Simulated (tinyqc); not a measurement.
Strain, valley repopulation and piezoresistance in a many-valley conduction band: one step, computed by the program tinyqc.

Valleys are ellipsoids with mass m_l along the axis a and m_t across it, parabolic, with one constant relaxation time; strain shifts the valleys and leaves the masses alone. Currents are taken along [100], in the plane, and along [001], across the plane.

Problem. Mobility tensor and resistance change. Mobility tensor mu = e tau sum_v (n_v/n) [1/m_t + (1/m_l - 1/m_t) a a^T]; unstrained mu_0 = e tau (1/m_l + 2/m_t)/3; resistivity along d from the inverse tensor, rho_d = d.mu^-1.d/(n e), mobility along d = 1/(d.mu^-1.d); gauge pi_d = (rho_d/rho_0 - 1)/X.

Inputs (values chosen for the exercise, modelled on silicon):

| quantity | value | unit |
|---|---|---|
| longitudinal mass m_l | 0.935 | m_0 |
| transverse mass m_t | 0.195 | m_0 |
| relaxation time tau | 140 | fs |
| temperature T | 77 | K |

Valley axes: <100> (6 valleys in 3 pairs). Load: biaxial in the (001) plane.

share of the electrons (per pair): x 0.4356858, y 0.4356858, z 0.1286284

Constants: e = 1.602176634e-19 C; m_0 = 9.1093837015e-31 kg.

Give: mobility tensor; unstrained mobility mu_0; mobility along the first direction; mobility along the second direction; resistance change along the first direction; resistance change along the second direction.

Solution.

mobility tensor (cm^2/(V s)):
```
       x      y       z
x  827.3    0.0     0.0
y    0.0  827.3     0.0
z    0.0    0.0  1134.2
```

unstrained mobility mu_0 = 929.61 cm^2/(V s)

mobility along the first direction = 827.32 cm^2/(V s)

mobility along the second direction = 1134.2 cm^2/(V s)

resistance change along the first direction = 12.364 %

resistance change along the second direction = -18.038 %

The mobility lies between e tau/m_l = 263 and e tau/m_t = 1260; the trace stays at 3 mu_0. Along the first direction the filled valleys present more of their heavy mass.
